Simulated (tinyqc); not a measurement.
Mass anisotropy: shallow donor in an anisotropic valley (effective-mass theory).

One valley: H = -c [(d2/dx2 + d2/dy2)/mt + (d2/dz2)/ml] - q/(eps r), c = hbar^2/2m0, q = e^2/(4 pi eps0). Trial function exp(-sqrt((x^2 + y^2)/a^2 + z^2/b^2)) with a > b: T = (c/3)(2/(mt a^2) + 1/(ml b^2)), V = -(q/eps) atan(u/b)/u, u = sqrt(a^2 - b^2). The central cell of the impurity is left out.

Constants: hbar^2/2m0 = 3.80998211 eV angstrom^2; e^2/(4 pi eps0) = 14.39964547 eV angstrom; Ry = 13.60569312 eV; a0 (Bohr radius) = 0.5291772105 angstrom.

Inputs chosen for the exercise (out of a larger set: near those of Ge; not measured data):
- mt = 0.08 m0 (transverse mass)
- eps = 15.7 (dielectric constant)
- xs = (1.2, 2.4, 2.8, 5.9, 7.8, 20, 46, 110) (ratios ml/mt)

mt and eps fixed, ml varied. Energies in units of Ry*(mt) = Ry mt/eps^2 and lengths in a*(mt) = a0 eps/mt; the last two columns use one mass, 3/(1/ml + 2/mt) or (ml mt^2)^(1/3).

Results:
```
ml/mt   a/a*    b/a  binding  conductivity mass  density-of-states mass
1.20   0.962  0.937    1.062              1.059                   1.063
2.40   0.841  0.733    1.307              1.241                   1.339
2.80   0.818  0.694    1.364              1.273                   1.409
5.90   0.725  0.535    1.642              1.383                   1.807
7.80   0.697  0.486    1.746              1.410                   1.983
20.0   0.620  0.351    2.090              1.463                   2.714
110    0.532  0.196    2.632              1.493                   4.791
```

Give the missing row, ml/mt = 46.0.

Computed row:
```
ml/mt   a/a*    b/a  binding  conductivity mass  density-of-states mass
46.0   0.570  0.264    2.370              1.484                   3.583
```

The binding grows from 1.06 to 2.63 Ry*(mt); for ml going to infinity the exact problem becomes two-dimensional, with 4 Ry*. The conductivity mass saturates at 1.5 and underbinds, by 16 % at ml/mt = 5.9; the density-of-states mass errs by +10 % there and by +82 % in the last row. With these mt and eps one unit is 4.42 meV.

Program tinyqc; command `OMP_NUM_THREADS=1 python tinyqc.py 1282265 1282266 out.jsonl`; about 0.01 s on one thread of a shared Intel(R) Xeon(R) Processor @ 2.30GHz.
